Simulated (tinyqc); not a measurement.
From results back to parameters: inversion layer as a triangular well, valleys of the Ge type. Three cases, with inputs chosen for the exercise.

Problem. The spacing of the two lowest levels of one ladder was computed from a hidden sheet density Ns.

The field is taken as constant, e F = 4 pi (e^2/4 pi eps0)(Nd + eta Ns)/eps, with 1e12/cm^2 = 1e-4/angstrom^2, and the oxide as a hard wall at z = 0; c = hbar^2/2m0.

Level j of a valley lies at E_j = a_j (c (e F)^2/m_z)^(1/3) above the band edge at the surface, with the Airy zeros a_j = 2.338107, 4.087949, 5.520560, 6.786708, 7.944134, 9.022651, 10.040174, 11.008524, 11.936016, 12.828777, and has <z> = 2 E_j/(3 e F).

Constants: hbar^2/2m0 = 3.80998211 eV angstrom^2; e^2/(4 pi eps0) = 14.39964547 eV angstrom.

Find: F; Ns.

Method. e F = sqrt(m_z/c) [(E_1 - E_0)/(a_1 - a_0)]^(3/2), with a_0 and a_1 the first two zeros; then Ns = (eps e F/(4 pi e^2/4 pi eps0) - Nd)/eta.

Case 1.

Values chosen (near those of Ge; the results hold for these values, not for the real material): m_z = 0.1185 m0 (confinement mass); eps = 15.9 (dielectric constant); Nd = 0.26 x 1e12/cm^2 (depletion charge); eta = 0.75 (share of Ns in the effective field).

E_1 - E_0 = 105.2206 meV

Solution.

F = 0.2600 MV/cm
Ns = 2.70 x 1e12/cm^2

Case 2.

Values chosen (near those of Ge; the results hold for these values, not for the real material): m_z = 0.1185 m0 (confinement mass); eps = 16.1 (dielectric constant); Nd = 0.5 x 1e12/cm^2 (depletion charge); eta = 0.5 (share of Ns in the effective field).

E_1 - E_0 = 161.5075 meV

Solution.

F = 0.4945 MV/cm
Ns = 7.80 x 1e12/cm^2

Case 3.

Values chosen (near those of Ge; the results hold for these values, not for the real material): m_z = 0.1213 m0 (confinement mass); eps = 15.7 (dielectric constant); Nd = 0.14 x 1e12/cm^2 (depletion charge); eta = 0.75 (share of Ns in the effective field).

E_1 - E_0 = 65.2596 meV

Solution.

F = 0.1285 MV/cm
Ns = 1.30 x 1e12/cm^2

Computed by tinyqc, one run a case: `OMP_NUM_THREADS=1 python tinyqc.py N N+1 out.jsonl` with N = 1252764, 1280104, 1280138; one thread of a shared Intel(R) Xeon(R) Processor @ 2.30GHz, about 0.04 s a run at most.
